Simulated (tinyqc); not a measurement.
Jacobi rotations on a symmetric matrix, step by step. One step of it, computed by the program tinyqc.

Task: Jacobi rotation 3. Take the largest off-diagonal element A_pq; tan 2 theta = 2 A_pq / (A_qq - A_pp) with |theta| <= pi/4; A' = J^T A J with J_pp = J_qq = cos, J_pq = sin, J_qp = -sin.

A':
```
           1          2          3          4          5
1  -0.207480   0.000000   0.028538  -0.126363   0.015982
2   0.000000   0.923467  -0.087177   0.195383   0.019963
3   0.028538  -0.087177   1.452012  -0.007994   0.042274
4  -0.126363   0.195383  -0.007994   4.710000  -0.001000
5   0.015982   0.019963   0.042274  -0.001000   4.923000
```

Give: p, q, theta; A'.

Result:

p, q, theta (rad): 2.0000  4.0000  0.0514

A':
```
         1        2        3        4       5
1  -0.2075   0.0065   0.0285  -0.1262  0.0160
2   0.0065   0.9134  -0.0867   0.0000  0.0200
3   0.0285  -0.0867   1.4520  -0.0125  0.0423
4  -0.1262   0.0000  -0.0125   4.7201  0.0000
5   0.0160   0.0200   0.0423   0.0000  4.9230
```
